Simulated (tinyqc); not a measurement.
Worked calculation: thin-film optics by transfer matrices. Values are carried at full precision from step to step, so a last printed digit may differ when a step is redone from the rounded ones.

Indices N = n + i k. Snell: N0 sin(theta) = N_j sin(theta_j), with Im(N_j cos theta_j) >= 0. Admittance y_j = N_j cos theta_j for s and N_j/cos theta_j for p. Phase delta_j = 2 pi N_j cos theta_j d_j/lambda. Layer matrix [[cos delta, -i sin delta/y], [-i y sin delta, cos delta]], multiplied from the top down to M. (B, C) = M (1, y_sub); r = (y0 B - C)/(y0 B + C), R = |r|^2, T = 4 Re y0 Re y_sub/|y0 B + C|^2, absorbed in the films 1 - R - T.

Values chosen for the exercise (indices near those of polySi, SiO2 on Cu; not measured data): lam = 633 nm (vacuum wavelength); n0 = 1 (ambient index); n = (3.928, 1.433, 0.268) (n of polySi, SiO2, substrate); k = (0.039, 0, 3.3) (k in the same order); d = (57.4, 119) nm (thicknesses, top first); theta = 65 degrees (angle of incidence); pol = p (polarisation).

## Angles, admittances and phases

Form cos theta_j, y_j and delta_j.

cos theta_j: ambient 0.4226, film 1 0.9730+0.0005i, film 2 0.7746, substrate 1.0363+0.0058i

y_j: ambient 2.3662, film 1 4.0369+0.0378i, film 2 1.8500, substrate 0.2765+3.1828i

delta_j (rad): film 1 2.1776+0.0228i, film 2 1.3111

## Layer matrices and their product

Form each matrix and multiply from the top down.

matrix of film 1:
```
                 1                2
1  -0.5704-0.0188i  -0.0051-0.2035i
2  -0.0215-3.3175i  -0.5704-0.0188i
```

matrix of film 2:
```
          1         2
1    0.2568  -0.5224i
2  -1.7880i    0.2568
```

M:
```
                 1                2
1  -0.5103+0.0044i  -0.0111+0.2457i
2  -0.0391+0.1681i  -1.8796+0.0064i
```

Each matrix has determinant 1, and so has M.

## Reflection and transmission

Close the stack on the substrate.

B, C: -1.2955+0.0369i  -0.5792-5.8125i

r = -0.5366-0.7759i
R = 0.8899
T into the substrate = 0.0568
absorbed in the films = 0.0533

The bare substrate would reflect 0.8471.

## Ellipsometric angles

Ellipsometry: rho = tan(Psi) exp(i Delta) = -conj(r_p/r_s) with the r of the admittance formula, Delta in 0 to 360 degrees, so that a bare dielectric at small angles gives Delta = 180.

Repeat the steps for both polarisations.

r_s = -0.9796-0.1562i
r_p = -0.5366-0.7759i
Psi = 43.56 degrees
Delta = 133.73 degrees

## Checks

- R against the recursion of Airy sums from the substrate up: both 0.88991.

(tinyqc, `OMP_NUM_THREADS=1 python tinyqc.py 1682521 1682522 out.jsonl`, Intel(R) Xeon(R) Processor @ 2.30GHz, 1 thread, shared host, about 0.01 s.)
